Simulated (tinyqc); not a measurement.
# Resistance of a tapered via with liner, size effect and interface: effects of single changes

A round via whose diameter grows from db at the bottom as D(z) = db + 2 z/tan(ang). The fill, of diameter D - 2 tl, starts above the bottom liner (thickness fb tl) and has rho = rho0 (1 + ks lam/(D - 2 tl)); the sidewall liner conducts in parallel with it. The bottom liner and the interface are crossed over the full area pi db^2/4. Spreading in the lines above and below is left out.

Inputs (values chosen for the exercise); fill metal close to tungsten: diameter at the bottom db = 8.5 nm; height hv = 32 nm; sidewall angle ang = 88 degrees; bulk resistivity of the fill rho0 = 5.41 uohm cm; mean free path of the fill lam = 15.3 nm; size-effect factor ks = 1.2; liner on the sidewall tl = 1.7 nm; liner at the bottom over that on the sidewall fb = 0.7; resistivity of the liner rl = 360 uohm cm; interface resistivity at the bottom ri = 1.3e-12 ohm cm^2; ballistic conductance per area, about 3/(4 rho0 lam) Sb = 9.1e14 S/m^2; bulk resistivity of the second fill (close to molybdenum) rho2 = 5.19 uohm cm; its mean free path lam2 = 11.2 nm; its liner tl2 = 0.2 nm.

Each table varies one quantity; the others keep the values above.

## Via resistance against the diameter at the bottom

Slices between z0 = fb tl and hv, evaluated at their midpoints: conductance per length pi/4 [(D - 2 tl)^2/rho + (D^2 - (D - 2 tl)^2)/rl], slice resistance = slice height over that. 2000 slices. R_fill = sum of the slices; R_bottom = rl fb tl/(pi db^2/4); R_interface = ri/(pi db^2/4); ballistic (Sharvin) limit 1/(Sb pi (db - 2 tl)^2/4); ideal cylinder rho0 hv/(pi db^2/4).

Result of one run:
columns A: db (nm); B: R_fill (ohm); C: R_bottom (ohm); D: R_interface (ohm); E: R (ohm); F: ballistic limit (ohm); G: R over ideal cylinder; H: largest part
```
A         B        C         D       E        F       G             H
80  0.43325  0.85227  0.025863  1.3114  0.23846  3.8076  bottom liner
```

What becomes of these results when the diameter at the bottom db is changed from 80 to 22 nm, all else the same?

Result of the changed run:
columns A: db (nm); B: R_fill (ohm); C: R_bottom (ohm); D: R_interface (ohm); E: R (ohm); F: ballistic limit (ohm); G: R over ideal cylinder; H: largest part
```
A        B       C        D       E       F       G             H
22  10.420  11.270  0.34199  22.031  4.0443  4.8376  bottom liner
```

The whole series:
columns A: db (nm); B: R_fill (ohm); C: R_bottom (ohm); D: R_interface (ohm); E: R (ohm); F: ballistic limit (ohm); G: R over ideal cylinder; H: largest part
```
A          B        C         D       E        F       G             H
6     797.47   151.52    4.5978  953.58   206.98  15.574          fill
8.3   225.07   79.178    2.4027  306.65   58.274  9.5840          fill
11    84.091   45.079    1.3679  130.54   24.224  7.1658          fill
16    25.912   21.307   0.64657  47.865   8.8131  5.5591          fill
22    10.420   11.270   0.34199  22.031   4.0443  4.8376  bottom liner
30    4.5558   6.0606   0.18391  10.800   1.9774  4.4098  bottom liner
42    1.9567   3.0922  0.093833  5.1427  0.93906  4.1156  bottom liner
58   0.90552   1.6215  0.049204  2.5762  0.46934  3.9316  bottom liner
80   0.43325  0.85227  0.025863  1.3114  0.23846  3.8076  bottom liner
```

R falls from 954 to 1.31 ohm. The fill is the largest part at db = 6, the bottom liner from 22 on. R goes as db^(-3.50) between the first two rows and db^(-2.10) between the last two; area alone gives -2. For db = 58, 80 the ballistic limit exceeds half of R_fill, so the diffusive model understates R.

## Via resistance against the liner on the sidewall

Same model as above.

2000 slices.

The same in every row: R_interface (ohm) = 2.291.

Via resistance against the liner on the sidewall:
```
tl (nm)  R_fill (ohm)  R_bottom (ohm)  R (ohm)  ballistic limit (ohm)  R over ideal cylinder  largest part
0               70.90               0    73.19                  19.37                  2.399          fill
0.3             83.15           13.32    98.76                  22.42                  3.237          fill
0.7             104.6           31.09    138.0                  27.76                  4.523          fill
1               126.1           44.41    172.8                  33.12                  5.664          fill
1.4             165.4           62.17    229.8                  43.06                  7.533          fill
1.7             206.3           75.50    284.1                  53.79                  9.311          fill
2.1             284.1           93.26    379.6                  75.67                  12.44          fill
2.4             367.7           106.6    476.6                  102.2                  15.62          fill
```

Read the table: what changes, and by how much?

R rises from 73.2 to 477 ohm. The fill is the largest part at tl = 0 and in all other rows. The share of the two bottom terms goes from 3.13 to 22.8 %.

## Two fill metals against the diameter

2000 slices. R_fill = sum of the slices; R_bottom = rl fb tl/(pi db^2/4); R_interface = ri/(pi db^2/4). The second fill has rho2, lam2 and tl2 in place of rho0, lam and tl.

Result of one run:
```
db (nm)  R, first fill (ohm)  R, second fill (ohm)  ratio second/first
49                    3.6892                1.4183             0.38445
```

What becomes of these results when the diameter at the bottom db is changed from 49 to 100 nm, all else the same?

Result of the changed run:
```
db (nm)  R, first fill (ohm)  R, second fill (ohm)  ratio second/first
100                  0.82549               0.31594             0.38273
```

The whole series:
```
db (nm)  R, first fill (ohm)  R, second fill (ohm)  ratio second/first
6                     953.58                167.97             0.17614
8.5                   284.07                73.239             0.25782
12                    102.24                32.615             0.31901
17                    41.111                14.633             0.35593
24                    17.974                6.7294             0.37439
35                    7.6625                2.9313             0.38255
49                    3.6892                1.4183             0.38445
70                    1.7335               0.66571             0.38403
100                  0.82549               0.31594             0.38273
```

The ratio goes from 0.176 to 0.383. The second fill gives the lower R in every row.

Numbers from tinyqc (`OMP_NUM_THREADS=1 python tinyqc.py 2750196 2750197 out.jsonl`; about 0.01 s on one thread of a shared Intel Xeon 2.30GHz).
